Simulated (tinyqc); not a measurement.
## Uniformly doped HEMT, charge control: effect of the gate voltage

A two-dimensional electron gas of density ns under a barrier. EF and the subbands are counted from the conduction-band edge of the channel at the interface. Two subbands of a triangular well with an infinite wall, parabolic band, no carriers in the barrier.

Fully depleted barrier with eb = ebr: Vp = q ND (d - ds)^2/(2 eps0 eb); donors per area ND (d - ds); Voff = phiB - dEc - Vp. F = q (eta ns + Nb)/(eps0 ec) in eV/nm; E_k = a_k (C F^2/me)^(1/3), a_0 = 2.338107, a_1 = 4.087949, C = hbar^2/(2 m0); D = me m0 q/(pi hbar^2); ns = D Vt [ln(1 + exp((EF - E_0)/Vt)) + ln(1 + exp((EF - E_1)/Vt))], which gives EF = E_0 + Vt ln{2 s/[(1 + u) + sqrt((1 + u)^2 + 4 u s)]} with s = exp(ns/(D Vt)) - 1, u = exp((E_0 - E_1)/Vt). Charge control: ns + Nb = eps0 eb (Vg - Voff - EF)/(q d). Gate capacitance C = q dns/dVg = eps0 eb/(d + dd), dd = (eps0 eb/q) dEF/dns.

Values chosen for this exercise; material values close to those of AlGaAs on GaAs:
```
symbol   value   unit                                         meaning
T          200      K                                     temperature
d           41     nm          barrier thickness from gate to channel
ds         2.3     nm              undoped spacer next to the channel
me      0.0658     m0                    electron mass in the channel
ec        13.3                   relative permittivity of the channel
ebr       12.3                   relative permittivity of the barrier
phiB      1.02     eV                      barrier height of the gate
dEc      0.231     eV                          conduction-band offset
ND      8.3e17  cm^-3                 donor density of the doped part
eta       0.75         share of ns that counts in the confining field
Nb      1.2e11  cm^-2                  depletion charge of the buffer
```

Constants: q = 1.602176634e-19 C, kB = 1.380649e-23 J/K, hbar = 1.054571817e-34 J s, m0 = 9.1093837015e-31 kg, Vt = kB T/q, eps0 = 8.8541878128e-14 F/cm where lengths are in cm, hbar^2/(2 m0) = 0.0380998212 eV nm^2. Results are converted to the units shown.

The same in every row: Voff (V) = -0.1254.

Results:
```
Vg (V),ns (cm^-2),EF (eV),EF - E_0 (eV),second subband (%),dd (nm),C (uF/cm^2),EF/dEc
-0.28,2.463e5,-0.2270,-0.2540,23.63,4.756e6,2.290e-6,-0.9827
-0.11,3.984e9,-0.05940,-0.08687,23.32,303.7,0.03159,-0.2572
-0.03,5.220e10,-0.008487,-0.04110,20.05,31.33,0.1506,-0.03674
0.06,1.510e11,0.02191,-0.02018,15.27,15.60,0.1924,0.09484
0.14,2.509e11,0.04168,-0.008992,12.02,11.88,0.2060,0.1804
0.22,3.557e11,0.05845,-5.085e-4,9.637,10.06,0.2133,0.2530
0.31,4.771e11,0.07525,0.007370,7.685,8.862,0.2184,0.3258
0.39,5.869e11,0.08898,0.01350,6.404,8.164,0.2215,0.3852
0.47,6.981e11,0.1019,0.01911,5.423,7.659,0.2238,0.4411
```

Estimate the missing row, Vg = -0.19 V.

Computed row:
```
Vg (V),ns (cm^-2),EF (eV),EF - E_0 (eV),second subband (%),dd (nm),C (uF/cm^2),EF/dEc
-0.19,4.556e7,-0.1370,-0.1641,23.62,2.572e4,4.227e-4,-0.5932
```

With this row back in the table: As Vg goes from -0.28 to 0.47, ns rises from 2.46e5 to 6.98e11 cm^-2, EF rises from -0.227 to 0.102 eV and C rises from 2.29e-6 to 0.224 uF/cm^2. In the last row C is 84.3 % of eps0 eb/d. The line through the last two rows reaches ns = 0 at Vg = -0.0322 V, above Voff = -0.125 V since part of the gate voltage goes into raising EF and into the buffer charge. At the lowest densities ns rises a decade in 39.7 mV (Vt ln 10 = 39.7 mV). The second subband holds over 20 % for Vg = -0.28, -0.19, -0.11, -0.03, where the higher subbands left out would add electrons. For Vg = 0.47 the band minimum in the barrier comes within 3 Vt of EF or below it, so the barrier is no longer depleted and takes electrons that the model puts in the channel.

Computed by the program tinyqc: `OMP_NUM_THREADS=1 python tinyqc.py 2180055 2180056 out.jsonl`, one thread of a shared Intel Xeon 2.30GHz, about 0.01 s for the whole run.
